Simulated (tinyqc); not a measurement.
Pull-up strength from the switching point.

Inverse problem. Transistor (EKV form, voltages against the body): I = 2 n b Vt^2 [F(vp - Vs) - F(vp - Vd)] from drain to source, F(v) = ln^2(1 + exp(v/(2 Vt))), vp = (Vg - VT + sg |Vd - Vs|)/n. n-channel bodies are at 0; for the p-channel device all voltages are counted down from Vdd. b in uA/V^2 gives I in uA. In an inverter In(Vg = Vd = VM) equals Ip at the switching point VM. Find bp and the current there.

Parameters, values chosen for the exercise:
```
symbol,value,unit,meaning
T,300,K,temperature
Vdd,0.5,V,supply voltage
n,1.42,,slope factor
sg,0.051,,drain-induced barrier lowering
VTn,0.36,V,n-channel threshold
VTp,0.32,V,p-channel threshold (magnitude)
bn,670,uA/V^2,gain factor of the pull-down transistor
```

Constants: q = 1.602176634e-19 C, kB = 1.380649e-23 J/K, Vt = kB T/q. Results are converted to the units shown.

VM = 0.274305325 V

Solution. Ip is proportional to bp, so bp is In(VM) over the p-channel current for unit b.

bp = 870.0 uA/V^2
current at VM = 0.1299 uA

Computed by the program tinyqc: `OMP_NUM_THREADS=1 python tinyqc.py 2340169 2340170 out.jsonl`, one thread of a shared Intel Xeon 2.30GHz, about 0.06 s for the whole run.
